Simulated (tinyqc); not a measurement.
## Gap voltage and exponent from three temperatures

Inverse problem. At constant current VBE(T) = Vg0 - a T - eta (kB T/q) ln T, where a is a constant. Find Vg0, eta and dVBE/dT at the middle temperature.

Constants: q = 1.602176634e-19 C, kB = 1.380649e-23 J/K. Results are converted to the units shown.

T (K): 253  300  330
VBE at a constant current (V): 0.8929204941  0.8257060405  0.7815483324

Answer. The relation is linear in Vg0, a and eta, so three points give a linear system; the slope is (VBE - Vg0 - eta kB T/q)/T. eta rests on the curvature of VBE(T) alone, so real fits need accuracy of some tens of microvolts or better.

Vg0 = 1.17 V
eta = 3.70
dVBE/dT = -1.46 mV/K

tinyqc, about 0.02 s, one thread, Intel Xeon 2.30GHz (shared host): `OMP_NUM_THREADS=1 python tinyqc.py 2062086 2062087 out.jsonl`
